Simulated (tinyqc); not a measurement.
Worked calculation: ion implantation: universal nuclear stopping, Lindhard-Scharff electronic stopping and a Gaussian range profile. Computed by tinyqc, a small Python program that keeps every step. Command: `OMP_NUM_THREADS=1 python tinyqc.py 3028060 3028061 out.jsonl implant walk`. One thread of a shared host (Intel(R) Xeon(R) Processor @ 2.30GHz), about 0.06 s of CPU time with the checks. Intermediate numbers are printed to about 5 digits and carried at full precision; extremes and crossings named in words are read from the listed rows.

An ion slows by elastic collisions with screened nuclei and by friction with electrons; channelling is ignored and the target is uniform.

Inputs (values chosen for the exercise, modelled on silicon ions in silicon):
```
quantity                                 value    unit
ion atomic number Z1                        14       -
ion mass M1                                 28       u
target atomic number Z2                     14       -
target mass M2                           28.09       u
target density N                         49.94  1/nm^3
ion energy E                               150     keV
scale factor of electronic stopping k     0.99       -
dose Q                                 5.5e+13  1/cm^2
background C_B                         1.2e+15  1/cm^3
displacement energy E_d                     15      eV
anneal budget D t                      5.5e-14    cm^2
```

Follow-up: anneal.

## Stopping at the entry energy

Reduced energy eps = 32.53 M2 E/(Z1 Z2 (M1 + M2)(Z1^0.23 + Z2^0.23)), E in keV; s_n = ln(1 + 1.1383 eps)/(2 (eps + 0.01321 eps^0.21226 + 0.19593 eps^0.5)) for eps up to 30 and ln(eps)/(2 eps) above; S_n = 8.462 Z1 Z2 M1 s_n/((M1 + M2)(Z1^0.23 + Z2^0.23)) in 1e-15 eV cm^2. S_e = k 3.83 Z1^(7/6) Z2/(Z1^(2/3) + Z2^(2/3))^(3/2) sqrt(E/M1) in 1e-15 eV cm^2, E in keV. dE/dx = N (S_n + S_e); 1e-15 eV cm^2 = 0.1 eV nm^2.

reduced energy eps = 3.3974

s_n = 0.20957

S_n = 47.282 x 1e-15 eV cm^2

S_e = 67.438 x 1e-15 eV cm^2

energy loss dE/dx = 572.91 eV/nm

Electronic stopping carries 59 % of the loss at entry.

## Range and straggle

Path length R = int_0^E dE'/(N (S_n + S_e)); energy lost to nuclei nu = int_0^E S_n/(S_n + S_e) dE' (both with E' = E y^3 and 64 Gauss-Legendre points in y). Estimates of Lindhard type: R_p = R/(1 + M2/(3 M1)), straggle dR_p = (2/3) R_p sqrt(M1 M2)/(M1 + M2).

path length R = 285.51 nm

projected range R_p = 213.96 nm

straggle dR_p = 71.319 nm

energy lost to nuclei nu = 88.448 keV

59 % of the energy goes to nuclei over the whole path.

## Gaussian profile

C(x) = C_p exp(-(x - R_p)^2/(2 dR_p^2)) with C_p = Q/(sqrt(2 pi) dR_p), 1 nm = 1e-7 cm; the profile falls to the background at x_j = R_p + dR_p sqrt(2 ln(C_p/C_B)); the peak atomic fraction is C_p/N.

peak concentration C_p = 3.0766e+18 1/cm^3

Depth x_j where C falls to C_B = 496.53 nm

peak atomic fraction = 6.1606e-05

## Damage

Kinchin-Pease count with efficiency 0.8: N_d = 0.8 nu/(2 E_d), taking all of nu as damage energy (an upper estimate, as recoils also lose energy to electrons). Spread over a depth R_p + dR_p, displacements per atom = Q N_d/(N (R_p + dR_p)).

displacements per ion N_d = 2358.6

displacements per atom = 0.091055

One displacement per atom would need a dose of 6.0e14 per cm^2 if no defects annealed.

## Anneal

Far from the surface a Gaussian stays Gaussian: sigma^2 = dR_p^2 + 2 D t; peak Q/(sqrt(2 pi) sigma); x_j = R_p + sigma sqrt(2 ln(peak/C_B)).

width sigma = 71.396 nm

peak after the anneal = 3.0733e+18 1/cm^3

x_j after the anneal = 496.82 nm

x_j moves by 0.286 nm.

## Nuclear against electronic stopping over energy

The formulas are those given above.

Stopping (1e-15 eV cm^2) and range:
```
E (keV)         eps     S_n     S_e  R (nm)     nu/E
1        2.2649e-02  49.467    5.51    6.78  0.90847
2        4.5299e-02  60.434    7.79   10.00  0.90051
5        1.1325e-01  72.948   12.31   17.72  0.88209
10       2.2649e-01  78.558   17.41   28.67  0.85917
20       4.5299e-01  78.703   24.62   48.63  0.82404
50       1.1325e+00  68.969   38.94  105.14  0.74747
100      2.2649e+00  55.838   55.06  196.69  0.65692
200      4.5299e+00  41.293   77.87  371.16  0.53665
500      1.1325e+01  24.722  123.12  822.70  0.35742
```

Nuclear stopping peaks near 20 keV among these rows (eps = 0.45; the universal curve peaks near 0.3). Electronic stopping overtakes it between 100 and 200 keV. The path length grows as E^0.56 at the low end and E^0.87 at the high end; constant stopping would give E^1, and stopping that rises with E, be it nuclear (below its peak) or electronic, gives a lower exponent.

Checks made by the program: range against adaptive quadrature (relative difference 2e-06).
